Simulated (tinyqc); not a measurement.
# Zener tunnelling in a reverse-biased junction, two-band WKB: effect of temperature

Abrupt p-n junction, depletion approximation. Energies E are counted from the conduction-band edge of the neutral n side; its Fermi level lies at dn, that of the p side at dn - V, and the valence-band edge of the neutral p side at Em = dn + dp - V. Tunnelling needs 0 < E < Em. Two-band dispersion with equal masses m: inside the gap kappa = sqrt(m u (1 - u/Eg)/C), u the distance from a band edge, C = hbar^2/(2 m0).

Nc and Nv are given at 350 K and scale as (T/350 K)^1.5; Eg, m and eps_r are held. Nd = Nc F12(dn/Vt), Na = Nv F12(dp/Vt), F12(x) = (2/sqrt(pi)) int_0^infinity sqrt(u)/(1 + exp(u - x)) du; dn = EF - Ec on the n side, dp = Ev - EF on the p side (negative outside the bands); Vbi = Eg + dn + dp. W = sqrt(2 eps0 eps_r (Vbi - V)(1/Na + 1/Nd)/q), mean field F = (Vbi - V)/W, peak field 2 F. In a uniform field F the exponent is S = pi sqrt(m/C) Eg^1.5/(4 F). Transverse energy Et = C kt^2/m raises it to S (1 + 4 Et/Eg), so T = exp(-S) exp(-Et/Eb) with Eb = Eg/(4 S). KJ = (2 q^2/h) m/(4 pi C) (times 1e14 for A/cm^2 per eV^2). J = KJ exp(-S) Eb times the integral from 0 to Em of [f(E - dn) - f(E - dn + V)] [1 - exp(-min(E, Em - E)/Eb)] dE, f(x) = 1/(1 + exp(x/Vt)), with S and Eb from the mean field; J > 0 flows from p to n.

Inputs (values chosen for the exercise); band and dielectric values close to those of In0.53Ga0.47As: band gap Eg = 0.752 eV; relative permittivity eps_r = 13.9; conduction-band density of states at 350 K Nc = 2.67e17 cm^-3; valence-band density of states at 350 K Nv = 9.8e18 cm^-3; band-edge mass of the two-band model m = 0.045 m0; acceptor density Na = 4e19 cm^-3; donor density Nd = 8.5e18 cm^-3; bias of the p side V = -1.6 V.

Constants: q = 1.602176634e-19 C, kB = 1.380649e-23 J/K, hbar = 1.054571817e-34 J s, h = 6.62607015e-34 J s, m0 = 9.1093837015e-31 kg, Vt = kB T/q, eps0 = 8.8541878128e-14 F/cm where lengths are in cm, hbar^2/(2 m0) = 0.0380998212 eV nm^2. Results are converted to the units shown.

Result of one run:
```
T (K)	Vbi (V)	mean field (MV/cm)	S	J (A/cm^2)
150	1.209	1.132	4.916	-3.256e5
```

What becomes of these results when the temperature T is changed from 150 to 300 K, all else the same?

Result of the changed run:
```
T (K)	Vbi (V)	mean field (MV/cm)	S	J (A/cm^2)
300	1.203	1.131	4.922	-3.227e5
```

The whole series:
```
T (K)	Vbi (V)	mean field (MV/cm)	S	J (A/cm^2)
100	1.211	1.132	4.915	-3.261e5
150	1.209	1.132	4.916	-3.256e5
200	1.208	1.132	4.917	-3.249e5
300	1.203	1.131	4.922	-3.227e5
400	1.196	1.130	4.928	-3.193e5
```

Vbi falls from 1.21 to 1.20 V, S stays near 4.92, and |J| falls from 3.26e5 to 3.19e5 A/cm^2, a spread of a factor 1.02. That is small against a thermally activated current. The shrinking of the gap with temperature, left out here, would raise J.

Range of the model: Parabolic densities of states, no band tails and no gap narrowing, all of which matter at such doping.

tinyqc, about 0.01 s, one thread, Intel Xeon 2.30GHz (shared host): `OMP_NUM_THREADS=1 python tinyqc.py 2620161 2620162 out.jsonl`
